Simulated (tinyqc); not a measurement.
Worked calculation: hydrogen passivation of interface dangling bonds: competing passivation and dissociation with distributed barriers. Computed by tinyqc, a small Python program that keeps every step. Command: `OMP_NUM_THREADS=1 python tinyqc.py 3005581 3005582 out.jsonl passiv walk`. One thread of a shared host (Intel(R) Xeon(R) Processor @ 2.30GHz), about 0.01 s of CPU time with the checks. Intermediate numbers are printed to about 7 digits and carried at full precision; extremes and crossings named in words are read from the listed rows.

P_b + H2 gives P_bH + H at the rate k_f [H2]; P_bH gives P_b + H at the rate k_d. All defects start unpassivated. E_f and E_d are Gaussian and independent.

Inputs (values chosen for the exercise, close to those used for P_b centres at the silicon-oxide interface):
```
quantity,value,unit
defect density N0,5.7e+11,1/cm^2
passivation prefactor k_f0,3.1e-08,cm^3/s
mean passivation barrier E_f,1.61,eV
spread sigma_f,0.04,eV
dissociation prefactor k_d0,2.4e+12,1/s
mean dissociation barrier E_d,2.71,eV
spread sigma_d,0.043,eV
"H2 in the oxide per atm, solubility factor",1.2e+18,1/(cm^3 atm)
hydrogen pressure p,0.1,atm
anneal temperature T,650,C
anneal time t,140,s
oxide thickness,2.5,nm
```

Constants: k_B = 8.617333262e-05 eV/K; e = 1.602176634e-19 C; eps_0 = 8.8541878128e-12 F/m.

## Single barriers

[H2] = solubility factor x p; a = k_f0 [H2] exp(-E_f/(k_B T)), d = k_d0 exp(-E_d/(k_B T)). For one pair of barriers the active share is y = [d + a exp(-(a + d) t)]/(a + d). Temperatures in kelvin are T(C) + 273.15.

passivation rate a = 6.039843 1/s

dissociation rate d = 0.003849760 1/s

a t = 845.5780

steady active share d/(a + d) = 6.369881e-04

active share, single barriers = 6.369881e-04

Passivation has run its course, and the balance with dissociation sets the remainder. Caution: single-barrier shares below about 1e-3 are formal; measured passivation levels off well above them.

## Distributed barriers

Average y over both Gaussians with 40 x 40 Gauss-Hermite points. Active density N0 y; threshold shift if each active defect holds one charge, e N0 y t_ox/(3.9 eps_0).

active share y = 8.358516e-04

active density = 4.764354e+08 1/cm^2

threshold shift = 0.05526385 mV

The spread changes the remainder by a factor 1.31: sigma_f/(k_B T) = 0.50 and sigma_d/(k_B T) = 0.54. Caution: densities below a few 1e9 per cm^2 are formal: other defects set the floor in real interfaces.

## Best anneal temperature for this time and pressure

Minimise the averaged y over T between 150 and 900 C: find where ln y is equal at T - 0.05 and T + 0.05 C; T is rounded to 0.1 C.

best temperature = 526.2 C

least active share = 1.189857e-04

Caution: a least active share below 1e-3 is a property of the model; measured passivation levels off well above it. Caution: atomic hydrogen, which both passivates and depassivates, and further passivation during cooling are left out.

## Isochronal anneals

The formulas are those given above.

Active share after the time t:
```
T (C),a (1/s),d (1/s),single barriers,distributed
200,2.639712e-08,3.269838e-17,9.999963e-01,9.999940e-01
250,1.149659e-06,1.876552e-14,9.998391e-01,9.997615e-01
300,2.591885e-05,3.555078e-12,9.963779e-01,9.949873e-01
350,3.544314e-04,2.903071e-10,9.515906e-01,9.380205e-01
400,3.286262e-03,1.232614e-08,6.312355e-01,6.018473e-01
450,2.239382e-02,3.116554e-07,4.350528e-02,9.003313e-02
500,1.190579e-01,5.188915e-06,4.363888e-05,7.594355e-04
600,1.895411e+00,5.473015e-04,2.886675e-04,3.912910e-04
700,1.708547e+01,2.216065e-02,1.295366e-03,1.653034e-03
800,1.022314e+02,4.501736e-01,4.384173e-03,5.344373e-03
```

The distributed share is least at 600 C among these rows, 3.9e-4, and the search puts the optimum at 526.2 C. On the cold side defects with high E_f survive; on the hot side dissociation, with the larger barrier, gains on passivation with an energy E_d - E_f = 1.10 eV. In that row single barriers give 2.9e-4, so the spread raises the floor. Caution: shares below about 1e-3 in these rows are formal; measured passivation levels off well above them.

Checks made by the program: Gauss-Hermite average against a fine uniform grid (relative difference below 1e-10).
